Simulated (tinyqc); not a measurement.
Comparisons within one model: static screening by free carriers. A value that a table varies takes the place of the one given here.

kF = (3 pi^2 n/Mv)^(1/3), EF = c kF^2/m with c = hbar^2/2m0, n in 1/angstrom^3 (1e-24 per 1/cm^3), e2 = e^2/(4 pi eps0). Thomas-Fermi: qTF^2 = 6 pi e2 n/(eps EF). Debye: qD^2 = 4 pi e2 n/(eps kB T).

F_j(eta) = (1/Gamma(j + 1)) integral_0^infinity x^j dx/(1 + exp(x - eta)), which tends to exp(eta) for eta << 0.

At finite T: qs^2 = qD^2 F_-1/2(eta)/F_1/2(eta), where n = Mv N F_1/2(eta) and N = 2 (m kB T/(4 pi c))^(3/2) with c = hbar^2/2m0, in 1/angstrom^3; times 1e24 for 1/cm^3.

Donor in the screened potential -(e2/eps) exp(-qs r)/r with the trial function exp(-r/a): E(a) = c/(m a^2) - (e2/eps) 4/(a (2 + qs a)^2), e2 = e^2/(4 pi eps0), c = hbar^2/2m0; isotropic mass.

Lindhard at zero temperature: eps(q)/eps = 1 + (qTF/q)^2 L(x), x = q/(2 kF), L(x) = 1/2 + ((1 - x^2)/(4x)) ln|(1 + x)/(1 - x)|.

Constants: hbar^2/2m0 = 3.80998211 eV angstrom^2; e^2/(4 pi eps0) = 14.39964547 eV angstrom; kB = 8.617333262e-05 eV/K; a0 (Bohr radius) = 0.5291772105 angstrom.

Values chosen for the exercise (near those of GaN; the results hold for these values, not for the real material): m = 0.202 m0 (mass of one isotropic valley); Mv = 1 (valleys); eps = 9.51 (background dielectric constant); T = 300 K; n = 2.2e+19 1/cm^3 (carrier density).

## Screening unbinds the donor

All carriers n are taken as free and screen with qs(T); E(a) is minimised over a; a dash marks no bound state. aB = a0 eps/m.

Donor level:

| n (1/cm^3) | n^(1/3) aB | qs aB | E (meV) | a/aB |
|---|---|---|---|---|
| 5.0e+14 | 0.020 | 0.015 | -29.48 | 1.000 |
| 4.0e+15 | 0.040 | 0.043 | -27.87 | 1.001 |
| 2.0e+16 | 0.068 | 0.095 | -24.98 | 1.006 |
| 6.0e+16 | 0.098 | 0.165 | -21.50 | 1.017 |
| 2.0e+17 | 0.146 | 0.298 | -15.73 | 1.053 |
| 4.0e+17 | 0.184 | 0.415 | -11.52 | 1.100 |
| 1.0e+18 | 0.249 | 0.629 | -5.60 | 1.237 |
| 3.0e+18 | 0.359 | 0.972 | -0.23 | 1.860 |

aB = 24.9 angstrom

The level rises from -29.48 meV at the lowest density to -0.23 meV at 3e+18 1/cm^3, against -30.39 meV unscreened. It stays bound over this range. This trial function loses binding at qs aB = 1 and the exact Yukawa problem at 1.19; the Mott rule of thumb is n^(1/3) aB = 0.26, which the last bound row of this table passes: the rule belongs to low temperature, and thermal carriers screen more weakly.

## From Debye to Thomas-Fermi

Screening lengths (angstrom):

| n (1/cm^3) | eta | Debye | Thomas-Fermi | finite T |
|---|---|---|---|---|
| 7.0e+15 | -5.78 | 440.6 | 57.50 | 440.8 |
| 5.0e+16 | -3.81 | 164.8 | 41.43 | 165.5 |
| 2.0e+17 | -2.40 | 82.42 | 32.89 | 83.69 |
| 9.0e+17 | -0.79 | 38.85 | 25.59 | 41.45 |
| 3.0e+18 | 0.73 | 21.28 | 20.94 | 25.62 |
| 1.0e+19 | 2.95 | 11.66 | 17.13 | 18.03 |
| 5.0e+19 | 9.39 | 5.213 | 13.10 | 13.17 |
| 1.0e+20 | 14.99 | 3.686 | 11.67 | 11.69 |

Debye is within 5 % of the finite-T length up to 2e+17 1/cm^3 of the densities listed and Thomas-Fermi from 1e+19 on. The length goes as n^-0.50 at the low end and n^-0.17 at the high end, against the limits -1/2 and -1/6. Both limits give too short a length.

## Static response in three, two and one dimensions

kF = 0.0866858 1/angstrom
qTF = 0.0665601 1/angstrom

x = q/(2 kF). Response over its long-wave value: L3 as above; L2 = 1 for x <= 1 and 1 - sqrt(1 - 1/x^2) beyond; L1 = ln|(1 + x)/(1 - x)|/(2x).

Response:

| x | L3 | L2 | L1 | eps(q)/eps, Lindhard 3D | Thomas-Fermi |
|---|---|---|---|---|---|
| 0.100 | 0.997 | 1.000 | 1.003 | 15.69 | 15.74 |
| 0.300 | 0.969 | 1.000 | 1.032 | 2.588 | 2.638 |
| 0.500 | 0.912 | 1.000 | 1.099 | 1.538 | 1.590 |
| 0.699 | 0.817 | 1.000 | 1.238 | 1.246 | 1.302 |
| 0.899 | 0.656 | 1.000 | 1.632 | 1.120 | 1.182 |
| 0.979 | 0.548 | 1.000 | 2.322 | 1.084 | 1.154 |
| 1.019 | 0.456 | 0.808 | 2.289 | 1.065 | 1.142 |
| 1.099 | 0.356 | 0.585 | 1.389 | 1.043 | 1.122 |
| 1.299 | 0.230 | 0.362 | 0.785 | 1.020 | 1.087 |
| 1.599 | 0.143 | 0.220 | 0.459 | 1.008 | 1.058 |
| 2.198 | 0.072 | 0.109 | 0.223 | 1.002 | 1.031 |

Next to x = 1 the table has L3 = 0.548 and 0.456, L2 = 1.000 and 0.808, L1 = 2.322 and 2.289: an infinite slope in 3D, a kink in 2D and a logarithmic peak in 1D, where the whole Fermi surface is joined by 2 kF. These features give Friedel oscillations of period pi/kF = 36.2 angstrom at zero temperature; they wash out once kT nears EF, so this table, for T = 0, describes the gas only where EF is well above kT. Thomas-Fermi overstates eps(q) by 3.4 % at x = 0.5 and by 4.9 % at x = 1.599.

## What sets the screening length

All results formed anew. Each row changes one parameter from the base and keeps the others.

Results:

| case | Debye (angstrom) | Thomas-Fermi (angstrom) | finite T (angstrom) |
|---|---|---|---|
| base | 7.859 | 15.02 | 15.27 |
| n = 4.4e+19 1/cm^3 | 5.557 | 13.38 | 13.46 |
| m = 0.2626 m0 | 7.859 | 13.18 | 13.57 |
| eps = 11.412 | 8.609 | 16.46 | 16.73 |
| T = 360 K | 8.609 | 15.02 | 15.39 |
| Mv = 2 | 7.859 | 11.92 | 12.47 |

The largest shifts from the base row, up to three for each result and ties (the steps differ in size, so this ranks the rows, not the parameters). Debye (angstrom): n -2.30, eps +0.750, T +0.750; unchanged at the printed digits by m and Mv. Thomas-Fermi (angstrom): Mv -3.10, m -1.85, n -1.64; unchanged at the printed digits by T. finite T (angstrom): Mv -2.80, n -1.81, m -1.70.

tinyqc: `OMP_NUM_THREADS=1 python tinyqc.py 1651771 1651772 out.jsonl`; about 0.01 s, one thread, shared Intel(R) Xeon(R) Processor @ 2.30GHz.
